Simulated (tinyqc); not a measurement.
MOS capacitor with interface traps: C-V stretch-out, conductance peak and subthreshold swing: one step, computed by the program tinyqc. Command: `OMP_NUM_THREADS=1 python tinyqc.py 3021591 3021592 out.jsonl mostraps walk`. One thread of a shared host (Intel(R) Xeon(R) Processor @ 2.30GHz), about 0.01 s of CPU time with the checks.

Energies at the interface are counted from the valence band. psi > 0 means bending towards depletion, so the surface potential is -psi. Boltzmann statistics, full ionisation, no quantum confinement. Traps are neutral when filled up to E_n, with a sharp (zero-temperature) occupation.

Question. Conductance peak. v = sqrt(3 k_B T/m) with the majority mass; surface density n_s = N exp(-psi/k_B T); tau = 1/(sigma v n_s); for a continuum of levels G_p/omega = C_it ln(1 + omega^2 tau^2)/(2 omega tau), which peaks at omega tau = 1.98, the frequency 1.98/(2 pi tau); potential fluctuations are left out.

Inputs (values chosen for the exercise, modelled on GaN, with an insulator like SiO2):
```
quantity                            value   unit
gap E_g                              3.41     eV
electron mass m_e                   0.193    m_0
doping N                            2e+17  cm^-3
neutrality level E_n                 1.35     eV
capture cross-section sigma         7e-16   cm^2
band bending towards depletion psi   0.37      V
temperature T                         300      K
```

Substrate: n-type. Trap spectrum: flat plus a Gaussian peak.

k_B T = 0.02585200 eV

C_it = 0.4486095 microF/cm^2

Constants: k_B = 1.380649e-23 J/K; m_0 = 9.1093837015e-31 kg.

Give: v; n_s; trap time constant; peak frequency; peak of G_p/omega.

Answer.

v = 2.659e+07 cm/s

n_s = 1.217e+11 cm^-3

trap time constant = 4.415e-04 s

peak frequency = 713.7 Hz

peak of G_p/omega = 0.1805 microF/cm^2

Caution: the bulk E_F lies within 3 k_B T of the majority band, where the dopants may be only partly ionised. Caution: traps deeper than about 24 k_B T and minority carriers reach equilibrium slowly or not at all, so the charges here are limits for very slow sweeps.
